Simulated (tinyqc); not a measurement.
From remote-phonon mobility back to static constant of the insulator eps_0s: scattering of inversion-layer electrons by surface optical phonons of the gate insulator (remote phonon scattering). Computed by tinyqc, a small Python program. Command: `OMP_NUM_THREADS=1 python tinyqc.py 3111624 3111625 out.jsonl sophonon inv`. One thread of a shared host (Intel(R) Xeon(R) Processor @ 2.30GHz), about 0.05 s of CPU time with the checks.

One subband with the Fang-Howard envelope; insulator and channel are half-spaces, the gate is far away, and an interlayer only moves the polar surface away by t (its own modes and its permittivity contrast are left out).

Inputs (values chosen for the exercise, modelled on HfO2 on silicon):
```
quantity,value,unit
intermediate constant eps_i,6.56,-
optical constant eps_inf,5.04,-
hbar omega_TO1,12.1,meV
hbar omega_TO2,47.2,meV
constant of the channel eps_s,11.7,-
in-plane mass m,0.187,m_0
valleys g_v,2,-
sheet density n,3.1e+12,1/cm^2
mean distance of the electrons z0 = 3/b,1.2,nm
interlayer thickness t,0,nm
temperature T,300,K
mobility from other processes,320,cm^2/(V s)
```

Screening by the channel electrons: static.

Constants: k_B = 8.617333262e-05 eV/K; hbar^2/(2 m_0) = 3.80998212 eV angstrom^2; e^2/(4 pi eps_0) = 14.39964548 eV angstrom; hbar = 6.582119569e-16 eV s; e = 1.602176634e-19 C; m_0 = 9.1093837015e-31 kg.

Method:
- eps(w) = eps_inf + (eps_0s - eps_i) w1^2/(w1^2 - w^2) + (eps_i - eps_inf) w2^2/(w2^2 - w^2). Surface modes solve eps(w) + eps_s = 0, a quadratic in w^2; the strength of a mode is g = 2/(w d eps/dw).
- Occupation N = 1/(exp(hbar w/(k_B T)) - 1).
- Density of states D = g_v m/(pi hbar^2); eta = E_F/(k_B T) = ln(exp(n/(D k_B T)) - 1); screening wave number q_s = e^2 D/(2 eps_0 eps_avg) x 1/(1 + exp(-eta)), eps_avg = (eps_s + eps_inf)/2; b = 3/z0.
- For a mode of strength g, without the occupation factor, Area x |M(q)|^2 = e^2 hbar w g/(2 eps_0 q) x (b/(b + q))^6 exp(-2 q t) / (1 + (q_s/q) H(q))^2, H = (1 + 9 x/8 + 3 x^2/8)/(1 + x)^3, x = q/b.
- Approximate momentum relaxation rate, taking tau v alike in the initial and final states: 1/tau = (m/(2 pi hbar^3)) sum over modes and over absorption (N, E' = E + hbar w) and emission (N + 1, E' = E - hbar w > 0) of [(1 - f(E'))/(1 - f(E))] int_0^(2 pi) Area |M(q)|^2 (1 - cos theta) d theta, q^2 = k^2 + k'^2 - 2 k k' cos theta, f the Fermi function; 48 midpoints in theta from 0 to pi.
- mu = (e/m) int tau E f (1 - f) dE/(k_B T int f dE), by 300 midpoints from 0 to (max(eta, 0) + 14) k_B T; Matthiessen sum with the other processes.

Problem. A run gave the result below. Find the static constant of the insulator eps_0s, known to lie between 19 and 36.

remote-phonon mobility = 2879.871 cm^2/(V s)

Solution.

Each step takes the trial c = (a f_b - b f_a)/(f_b - f_a), f being the result less the target and a, b, c the logarithms of the listed values; c replaces end b, the old b replaces a if the sign of f changed, and otherwise f_a is halved.

Scan of the range:
```
static constant of the insulator eps_0s,remote-phonon mobility (cm^2/(V s))
19.0,3161.51
21.1,2928.34
23.5,2748.25
26.2,2576.42
29.1,2455.93
32.4,2331.14
36.0,2246.98
```

False position (Illinois rule, in the logarithm of the input) inside the bracket:
```
step,end a,end b,trial,remote-phonon mobility (cm^2/(V s))
1,21.1000,23.5000,21.7208,2870.83
2,21.1000,21.7208,21.5504,2886.18
3,21.7208,21.5504,21.6203,2879.85
4,21.5504,21.6203,21.6200,2879.87
5,21.5504,21.6200,21.6200,2879.87
6,21.6200,21.6200,21.6200,2879.87
```

Remote-phonon mobility falls at every point of a 13-point scan of the range (every second point is shown), so one value fits; it is bracketed by 21.1 and 23.5. Answer: static constant of the insulator eps_0s = 21.62.

Caution: a relaxation time is only an approximation for inelastic scattering, and static or no screening brackets the true dynamic screening only roughly.
